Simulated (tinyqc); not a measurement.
Worked calculation: ROHF in the 6-31g basis, for H4, spin multiplicity 3. One step of it, computed by the program tinyqc.

Question. Iteration 2: DIIS coefficients. Solve [B -1; -1 0][c; lambda] = [0; -1] for the coefficients, which sum to one.

B (overlaps of the stored error matrices):
```
                1               2
1   4.6414367e-01  -1.9951634e-01
2  -1.9951634e-01   9.4080714e-02
```

Give: DIIS coefficients.

Answer.

DIIS coefficients: 0.307  0.693
